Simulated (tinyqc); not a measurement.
Single-oscillator infrared dielectric function of a polar cubic crystal: one step, computed by the program tinyqc. Command: `OMP_NUM_THREADS=1 python tinyqc.py 3005365 3005366 out.jsonl infrared walk`. One thread of a shared host (Intel(R) Xeon(R) Processor @ 2.30GHz), about 0.01 s of CPU time with the checks.

One ion pair, charges +Z* and -Z*, in a cell of volume Omega = a^3. Frequencies omega are given as wavenumbers (1/cm); eps_s is the static dielectric constant.

Problem. Surface and particle modes. Without damping, eps(omega) = -x eps_m gives omega^2 = omega_TO^2 (eps_s + x eps_m)/(eps_inf + x eps_m): x = 1 for a flat surface at large wave vector, x = 2 for the dipole mode of a small sphere. The reflectivity R for light from vacuum (not from the medium eps_m) vanishes where eps = 1, omega^2 = omega_TO^2 (eps_s - 1)/(eps_inf - 1).

Inputs (values chosen for the exercise, modelled on caesium chloride): omega_TO = 99.3 1/cm; eps_inf = 2.56; eps_m of the surrounding medium = 2.25.

Structure: caesium chloride. Free carriers: absent.

eps_s = 6.672548

Give: surface mode; sphere mode; zero of R.

Solution.

surface mode = 135.24 1/cm

sphere mode = 124.92 1/cm

zero of R = 189.35 1/cm
